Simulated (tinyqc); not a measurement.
From one set of inputs to another, one input at a time: global model of a low-pressure process discharge: electron temperature, density, ion flux and ion energy. Computed by tinyqc, a small Python program. Command: `OMP_NUM_THREADS=1 python tinyqc.py 3113620 3113621 out.jsonl plasma ladder`. One thread of a shared host (Intel(R) Xeon(R) Processor @ 2.30GHz), about 0.01 s of CPU time with the checks.

Maxwellian electrons with temperature T_e in eV, one positive ion, no negative ions, uniform bulk density n; rate constants have the Arrhenius form.

The inputs printed are set A. Inputs not listed in the table keep their values of set A, so the rows need not describe a real material.

Inputs (values chosen for the exercise, of the order of those of an inductive discharge in a simple atomic gas): ion mass M = 32 u; ionisation prefactor K0 = 5.8e-14 m^3/s; ionisation energy E_iz = 14.7 eV; excitation prefactor X0 = 1.1e-14 m^3/s; excitation energy E_ex = 9.82 eV; elastic rate constant K_el = 8.2e-14 m^3/s; ion-neutral cross section = 7.4e-19 m^2; pressure p = 8.7 Pa; gas temperature T_g = 500 K; radius R = 24 cm; height L = 9.2 cm; absorbed power P = 670 W; bias power P_b = 28 W; radius of the biased electrode = 15 cm; bias frequency = 13.56 MHz.

Constants: k_B = 1.380649e-23 J/K; e = 1.602176634e-19 C; u = 1.6605390666e-27 kg; m_0 = 9.1093837015e-31 kg; eps_0 = 8.8541878128e-12 F/m.

Method:
- n_g = p/(k_B T_g); lambda_i = 1/(n_g sigma); h_L = 0.86/sqrt(3 + L/(2 lambda_i)), h_R = 0.8/sqrt(4 + R/lambda_i); A_eff = 2 pi R^2 h_L + 2 pi R L h_R; d_eff = pi R^2 L/A_eff.
- Particle balance: K0 exp(-E_iz/T_e) n_g d_eff = u_B, u_B = sqrt(e T_e/M).
- Root found by bracketing.
- E_c = E_iz + (X0 exp(-E_ex/T_e) E_ex + K_el (3 m_0/M) T_e)/K_iz; wall potential V_s = (T_e/2) ln(M/(2 pi m_0)); E_T = E_c + 2 T_e + T_e/2 + V_s; n = P/(e u_B A_eff E_T); ion current density J = e h_L n u_B; ionised share n/n_g.
- All bias power goes to ions: V_b = P_b/(J pi r^2). Debye length at the sheath edge lambda_D = sqrt(eps_0 T_e/(e h_L n)); Child-law sheath s = (sqrt2/3) lambda_D (2 V/T_e)^(3/4), V = V_b + V_s; ion transit time tau_i = 3 s sqrt(M/(2 e V)); collisions in the sheath s/lambda_i.

Each row keeps all changes above it:
```
input moved                         from       to  ion current density J (mA/cm^2)  bias voltage V_b (V)  sheath width s (mm)
set A                                  -        -                           2.3705                 16.71               0.2187
ionisation energy E_iz (eV)         14.7     17.3                           1.2278                 32.26               0.4536
ion mass M (u)                        32     35.5                           1.2064                 32.83               0.4509
height L (cm)                        9.2       11                           1.0719                 36.95               0.5118
ionisation prefactor K0 (m^3/s)  5.8e-14  5.1e-14                           1.0135                 39.09               0.5458
excitation prefactor X0 (m^3/s)  1.1e-14    4e-14                           0.3293                120.28               2.0186
absorbed power P (W)                 670     2500                           1.2288                 32.24               0.4412
bias power P_b (W)                    28       19                           1.2288                 21.87               0.3542
```

Which inputs carry the difference?

ion current density J goes from 2.37 to 1.23, a factor 0.518 in all. The largest single move comes from absorbed power P (a factor 3.73), but it runs against the net change; the largest move in the direction of the net change is excitation prefactor X0 (a factor 0.325). Bias voltage V_b goes from 16.7 to 21.9, a factor 1.31 in all. The largest single move comes from absorbed power P (a factor 0.268), but it runs against the net change; the largest move in the direction of the net change is excitation prefactor X0 (a factor 3.08). Sheath width s goes from 0.219 to 0.354, a factor 1.62 in all. The largest single move comes from absorbed power P (a factor 0.219), but it runs against the net change; the largest move in the direction of the net change is excitation prefactor X0 (a factor 3.70). The single moves hold for this order of the switches; the total does not depend on the order.

Caution (all rows): at so short an ion path the formulas for h_L and h_R give way to the ambipolar-diffusion limit.

Extremes, crossings and ranges named in words are read from the listed rows.
